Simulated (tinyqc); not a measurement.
Worked calculation: dopant redistribution at a moving silicon-oxide interface during parabolic oxidation. Computed by tinyqc, a small Python program that keeps every step. Command: `OMP_NUM_THREADS=1 python tinyqc.py 3016372 3016373 out.jsonl segox walk`. One thread of a shared host (Intel(R) Xeon(R) Processor @ 2.30GHz), about 0.01 s of CPU time with the checks. Intermediate numbers are printed to about 7 digits and carried at full precision; extremes and crossings named in words are read from the listed rows.

Uniformly doped silicon is oxidised with x_ox = sqrt(B t); the interface advances into the silicon by alpha x_ox, alpha = 0.44. The dopant does not move in the oxide, and at the interface C(silicon) = m C(oxide).

Inputs (values chosen for the exercise, modelled on boron in silicon under dry oxygen):
```
quantity,value,unit
dopant prefactor D0,0.951,cm^2/s
dopant activation energy E,3.48,eV
oxidation prefactor B0,848,um^2/h
oxidation activation energy E_B,1.24,eV
segregation coefficient m = C(silicon)/C(oxide),0.13,-
bulk doping C_B,2.4e+15,1/cm^3
temperature T,1050,C
time t,0.37,h
```

Constants: k_B = 8.617333262e-05 eV/K.

## Rates

D = D0 exp(-E/(k_B T)), converted with 1 cm^2/s = 3.6e11 um^2/h; B = B0 exp(-E_B/(k_B T)); s = alpha sqrt(B/(4 D)), the interface advance over 2 sqrt(D t). Temperatures in kelvin are T(C) + 273.15.

D = 0.01902946 um^2/h

B = 0.01604463 um^2/h

s = 0.2020107

oxide thickness = 0.07704877 um

diffusion length 2 sqrt(D t) = 0.1678201 um

Diffusion outruns the interface. Caution: in this case the oxide is not much thicker than a typical Deal-Grove length A, so real growth is slower than parabolic. Caution: parabolic growth needs an oxide much thicker than the Deal-Grove length A, which fails for thin films and low temperatures; oxidation-enhanced or retarded diffusion is ignored.

## Interface concentration

With the dopant diffusivity D and s = alpha x_ox/(2 sqrt(D t)), in the silicon C = C_B + (C_s - C_B) erfc(y/(2 sqrt(D t)))/erfc(s), y from the original surface. Dopant balance at the interface gives C_s/C_B = 1/[1 + (1/(m alpha) - 1) g], g = sqrt(pi) s exp(s^2) erfc(s).

g = 0.2890947

ratio C_s/C_B = 0.1734603

C_s in the silicon = 4.163047e+14 1/cm^3

concentration in the oxide = 3.202344e+15 1/cm^3

m alpha = 0.057: the oxide takes more dopant than the consumed silicon held, so the silicon is depleted. For a very fast interface the ratio would tend to m alpha.

## Dose moved

Consumed silicon held alpha x_ox C_B; the oxide holds x_ox times the dopant concentration in the oxide; the difference is the excess in the silicon; 1 um = 1e-4 cm.

dopant in the consumed silicon = 8.136350e+09 1/cm^2

dopant in the oxide = 2.467366e+10 1/cm^2

excess in the silicon = -1.653731e+10 1/cm^2

## Profile below the interface

Depths z are counted from the present interface: y/(2 sqrt(D t)) = s + z/(2 sqrt(D t)); take z/(2 sqrt(D t)) = 0, 0.05, 0.1, 0.2, 0.3, 0.5, 0.75, 1, 1.5.

Profile:
```
z/(2 sqrt(D t)),z (um),C/C_B
0.00,0.0000000,0.1734603
0.05,0.0083910,0.2305896
0.10,0.0167820,0.2862977
0.20,0.0335640,0.3925319
0.30,0.0503460,0.4905722
0.50,0.0839101,0.6579066
0.75,0.1258651,0.8099880
1.00,0.1678201,0.9049360
1.50,0.2517302,0.9828491
```

## Temperature and segregation coefficient

The formulas are those given above.

C_s/C_B:
```
T (C),s,this m,m = 0.2,m = 1/alpha,m = 10
850,1.161509,0.0707316,0.1079833,1,2.603681
900,0.709297,0.0845801,0.1281197,1,2.030067
950,0.450968,0.1057695,0.1583302,1,1.656622
1000,0.297106,0.1352542,0.1992030,1,1.428035
1050,0.202011,0.1734603,0.2502457,1,1.287650
1100,0.141266,0.2200932,0.3097846,1,1.199223
1150,0.101302,0.2740180,0.3751152,1,1.141824
1200,0.074302,0.3333284,0.4429564,1,1.103467
```

s falls from 1.16 to 0.0743 as T rises, because diffusion has the larger activation energy (3.48 against 1.24 eV); the ratio for this m moves from 0.071 to 0.333, towards 1. At m = 1/alpha the oxide takes exactly what the silicon held, and nothing moves. The ratio does not depend on time, since both lengths grow as sqrt(t).

Checks made by the program: excess against the integral of the profile (relative difference below 1e-10).
